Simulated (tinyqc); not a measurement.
# Worked calculation: free and trapped electrons in a MOS channel with a dense trap tail

Program tinyqc, `OMP_NUM_THREADS=1 python tinyqc.py 2222121 2222122 out.jsonl`; Intel Xeon 2.30GHz, shared host, one thread, about 0.02 s. Printed values are rounded.

p-type body, charge-sheet picture, full ionisation (an idealisation for deep acceptors), Boltzmann statistics for free electrons. e = Ec - EF at the surface. Acceptor-like traps of density D(E) = D0 + De exp(-E/Ew) at depth E below Ec, from 0 to Eu, hold n_t = integral of D(E)/(1 + exp((e - E)/Vt)). psi = Eg - Vt ln(Nv/Na) - e; N_dep = sqrt(2 eps0 eps_r Na (psi - Vt)/q); n_f = sqrt(N_dep^2 + 2 eps0 eps_r Vt Nc exp(-e/Vt)/q) - N_dep; Vg = Vfb + psi + q (N_dep + n_t + n_f)/Cox, Cox = eps0 eox/tox.

Parameters, values chosen for the exercise; band and dielectric values close to those of 4H silicon carbide:
```
symbol    value         unit                                             meaning
T           300            K                                         temperature
Eg          3.3           eV                                            band gap
eps_r      9.65                                            relative permittivity
Nc      1.71e19        cm^-3              conduction-band density of states at T
Nv      2.51e19        cm^-3                 valence-band density of states at T
eox         3.9                           relative permittivity of the insulator
tox          77           nm                                 insulator thickness
Na       5.1e16        cm^-3                                    acceptor density
Vfb       -1.98            V            flat-band voltage without trapped charge
D0       7.3e10  cm^-2 eV^-1  constant background density of acceptor-like traps
De       5.2e12  cm^-2 eV^-1          density of the tail at the conduction edge
Ew         0.13           eV                            decay energy of the tail
Eu         0.83           eV        depth below Ec down to which the traps reach
mf          140   cm^2/(V s)                          mobility of free electrons
e         0.075           eV                              Ec - EF at the surface
```

Constants: q = 1.602176634e-19 C, kB = 1.380649e-23 J/K, Vt = kB T/q, eps0 = 8.8541878128e-14 F/cm where lengths are in cm. Results are converted to the units shown.

## Trapped charge

Trapezoid rule on 16 equal steps from 0 to Eu, f = 1/(1 + exp((e - E)/Vt)).

```
point     E (eV)  D(E) f (cm^-2 eV^-1)
0              0            2.74711e11
1      0.0518750            1.03362e12
2       0.103750            1.81659e12
3       0.155625            1.57414e12
4         0.2075            1.12025e12
5       0.259375            7.79512e11
6       0.311250            5.47404e11
7       0.363125            3.91342e11
8          0.415            2.86600e11
9       0.466875            2.16318e11
10      0.518750            1.69162e11
11      0.570625            1.37521e11
12        0.6225            1.16291e11
13      0.674375            1.02047e11
14      0.726250            9.24895e10
15      0.778125            8.60768e10
16          0.83            8.17741e10
```

n_t = 4.48594e11 cm^-2

With 1600 steps n_t = 4.504e11 cm^-2; the coarse value is 0.40 % below it.

## Charges and gate voltage

psi, N_dep, n_f and Vg as defined, with the n_t given; free share n_f/(n_f + n_t); apparent mobility mf n_f/(n_f + n_t); gate voltage spent on traps q n_t/Cox.

psi = 3.06475 V
N_dep = 1.28570e12 cm^-2
n_f = 9.71116e10 cm^-2
Vg = 7.62769 V
free share = 17.7956 %
apparent mobility = 24.9138 cm^2/(V s)
gate voltage spent on traps = 1.60266 V
